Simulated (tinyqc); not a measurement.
Worked calculation: coupled-perturbed Hartree-Fock on RHF in the 6-31g basis, for H4, spin multiplicity 1. One step of it, computed by the program tinyqc.

Task: Iteration 7 (converged): orbitals. Diagonalise F' = X^T F X, C = X C', fill 2 alpha and 2 beta electrons from the bottom; D = 2 C_occ C_occ^T. Each column has its largest component positive (the first on a tie).

converged F (hartree), lower triangle:
```
           1H 1s      1H 2s      2H 1s      2H 2s      3H 1s      3H 2s      4H 1s      4H 2s
1H 1s  -0.037671
1H 2s  -0.505835  -0.349966
2H 1s  -0.562237  -0.539936  -0.104157
2H 2s  -0.503272  -0.407235  -0.568833  -0.453395
3H 1s  -0.081933  -0.189243  -0.298833  -0.373340  -0.104157
3H 2s  -0.230845  -0.264720  -0.373340  -0.374187  -0.568833  -0.453395
4H 1s   0.018922  -0.059049  -0.081933  -0.230845  -0.562237  -0.503272  -0.037671
4H 2s  -0.059049  -0.129137  -0.189243  -0.264720  -0.539936  -0.407235  -0.505835  -0.349966
```

X, lower triangle:
```
           1H 1s      1H 2s      2H 1s      2H 2s      3H 1s      3H 2s      4H 1s     4H 2s
1H 1s   1.306094
1H 2s  -0.458064   2.445379
2H 1s  -0.192211   0.162128   1.322096
2H 2s  -0.058871  -2.042833  -0.657094   4.444271
3H 1s   0.024879   0.014089  -0.048179   0.072757   1.322096
3H 2s   0.165090   0.919770   0.072757  -2.694807  -0.657094   4.444271
4H 1s  -0.029052  -0.055732   0.024879   0.165090  -0.192211  -0.058871   1.306094
4H 2s  -0.055732  -0.307590   0.014089   0.919770   0.162128  -2.042833  -0.458064  2.445379
```

Give: F' = X^T F X; orbital energies; coefficients C; D after iteration 7.

Result:

F' = X^T F X (hartree), lower triangle:
```
        1       2       3       4       5       6       7      8
1   0.653
2  -0.555   0.272
3  -0.526  -0.073   0.625
4  -0.198  -0.230  -0.621   0.536
5   0.095   0.002  -0.199  -0.096   0.625
6   0.073  -0.077  -0.096  -0.260  -0.621   0.536
7  -0.031  -0.002   0.095   0.073  -0.526  -0.198   0.653
8  -0.002   0.038   0.002  -0.077  -0.073  -0.230  -0.555  0.272
```

orbital energies (hartree): MO1 -0.717, MO2 -0.502, MO3 0.219, MO4 0.414, MO5 0.786, MO6 1.083, MO7 1.346, MO8 1.542

coefficients C:
```
         MO1     MO2     MO3     MO4     MO5     MO6     MO7     MO8
1H 1s  0.193   0.263   0.125   0.120   0.579  -0.717  -0.761   0.650
1H 2s  0.116   0.198   1.202  -2.322  -0.336  -0.900   1.221  -1.424
2H 1s  0.259   0.216  -0.148   0.177   0.513  -0.444   0.812  -0.982
2H 2s  0.178   0.369  -0.889   3.475  -0.491   3.395  -1.129   2.534
3H 1s  0.259  -0.216  -0.148  -0.177   0.513   0.444   0.812   0.982
3H 2s  0.178  -0.369  -0.889  -3.475  -0.491  -3.395  -1.129  -2.534
4H 1s  0.193  -0.263   0.125  -0.120   0.579   0.717  -0.761  -0.650
4H 2s  0.116  -0.198   1.202   2.322  -0.336   0.900   1.221   1.424
```

D after iteration 7, lower triangle:
```
        1H 1s   1H 2s   2H 1s   2H 2s  3H 1s  3H 2s  4H 1s  4H 2s
1H 1s   0.213
1H 2s   0.149   0.106
2H 1s   0.214   0.146   0.227
2H 2s   0.263   0.188   0.252   0.336
3H 1s  -0.014  -0.026   0.040  -0.068  0.227
3H 2s  -0.126  -0.105  -0.068  -0.209  0.252  0.336
4H 1s  -0.064  -0.060  -0.014  -0.126  0.214  0.263  0.213
4H 2s  -0.060  -0.052  -0.026  -0.105  0.146  0.188  0.149  0.106
```
